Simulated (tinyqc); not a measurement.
Valley-orbit splitting of a donor ground state, with strain. Inputs raised by 10 %, one at a time. Computed by tinyqc, a small Python program. Command: `OMP_NUM_THREADS=1 python tinyqc.py 3027291 3027292 out.jsonl valleyorbit sens`. One thread of a shared host (Intel(R) Xeon(R) Processor @ 2.30GHz), about 0.01 s of CPU time with the checks.

The basis is the 1s envelope in each valley; energies are counted from the unstrained conduction-band edge. The strain is e_s (a a^T - 1/3) for the unit stress axis a, so valley j along n_j moves by Xi_u e_s w_j with w_j = (n_j.a)^2 - 1/3: -1/3 for x and y, +2/3 for z.

Inputs (values chosen for the exercise, modelled on donors in silicon):

| quantity | value | unit |
|---|---|---|
| single-valley binding energy E_0 | 31.5 | meV |
| central-cell shift Lambda | 6.77 | meV |
| coupling Delta_1 | 3.41 | meV |
| coupling Delta_2 | 2.17 | meV |
| shear deformation potential Xi_u | 8.97 | eV |
| shear strain e_s | -0.00011 | - |
| temperature T | 200 | K |
| donor density N_D | 2.8e+15 | cm^-3 |
| density-of-states mass of one valley m_e | 0.331 | m_0 |

Valleys: six along <100>. Stress axis: [001].

Constants: k_B = 8.617333262e-05 eV/K; m_0 = 9.1093837015e-31 kg; k_B = 1.380649e-23 J/K; h = 6.62607015e-34 J s.

Method:
- H_jj = -(E_0 + Lambda) + Xi_u e_s w_j; H_jk = -Delta_2 between opposite valleys and -Delta_1 between perpendicular ones.
- Diagonalise H; the ground vector has positive components. The density at the nucleus, and so the contact hyperfine coupling, scales as (sum_j c_j)^2/(number of valleys), which is 1 without strain; the envelopes are held fixed.
- The binding energy is counted from the lowest valley edge, min_j Xi_u e_s w_j; the gap is from the ground state to the next level.
- z = sum over levels of exp(-(E - E_ground)/k_B T), the ground-state share being 1/z; N_c = 2 (2 pi m_e k_B T/h^2)^(3/2) sum_j exp(-(shift_j - lowest shift)/k_B T); n1 = N_c/(2 z) exp(-binding/k_B T), binding = lowest shift - E_ground; without compensation n = 2 N_D/(1 + sqrt(1 + 4 N_D/n1)) (Boltzmann statistics; p and higher states left out).

Runs:

| input moved | from | to | binding energy under strain (meV) | gap to the first excited state (meV) | hyperfine ratio A/A_0 | share of neutral donors in the ground state |
|---|---|---|---|---|---|---|
| base run | - | - | 53.433 | 17.333 | 0.99947 | 0.37504 |
| central-cell shift Lambda (meV) | 6.77 | 7.447 | 54.110 | 17.333 | 0.99947 | 0.37504 |
| coupling Delta_1 (meV) | 3.41 | 3.751 | 54.796 | 18.696 | 0.99956 | 0.39717 |
| coupling Delta_2 (meV) | 2.17 | 2.387 | 53.650 | 17.767 | 0.99947 | 0.37877 |
| shear deformation potential Xi_u (eV) | 8.97 | 9.867 | 53.369 | 17.269 | 0.99935 | 0.37506 |
| shear strain e_s | -0.00011 | -0.000121 | 53.369 | 17.269 | 0.99935 | 0.37506 |
| temperature T (K) | 200 | 220 | 53.433 | 17.333 | 0.99947 | 0.35199 |
| donor density N_D (cm^-3) | 2.8e+15 | 3.08e+15 | 53.433 | 17.333 | 0.99947 | 0.37504 |

Exponents ln(y'/y) / ln(x'/x):

| input | binding energy under strain | gap to the first excited state | hyperfine ratio A/A_0 | share of neutral donors in the ground state |
|---|---|---|---|---|
| central-cell shift Lambda | 0.132 | 0.000 | 0.000 | 0.000 |
| coupling Delta_1 | 0.264 | 0.794 | 0.001 | 0.601 |
| coupling Delta_2 | 0.043 | 0.259 | 0.000 | 0.104 |
| shear deformation potential Xi_u | -0.012 | -0.039 | -0.001 | 0.001 |
| shear strain e_s | -0.012 | -0.039 | -0.001 | 0.001 |
| temperature T | 0.000 | 0.000 | 0.000 | -0.666 |
| donor density N_D | 0.000 | 0.000 | 0.000 | 0.000 |

To which inputs is each result most sensitive?

Among the inputs moved here: binding energy under strain answers most in size to coupling Delta_1 (exponent +0.264), next to central-cell shift Lambda (+0.132); its exponent is below 0.0005 for temperature T, donor density N_D. gap to the first excited state answers most in size to coupling Delta_1 (exponent +0.794), next to coupling Delta_2 (+0.259); its exponent is below 0.0005 for central-cell shift Lambda, temperature T, donor density N_D. hyperfine ratio A/A_0 hardly depends on these (all exponents below 0.005). Share of neutral donors in the ground state answers most in size to temperature T (exponent -0.666), next to coupling Delta_1 (+0.601); its exponent is below 0.0005 for central-cell shift Lambda, donor density N_D.

Caution (all rows): k_B T exceeds a third of E_0, so the p and higher states, left out, hold part of the bound electrons.
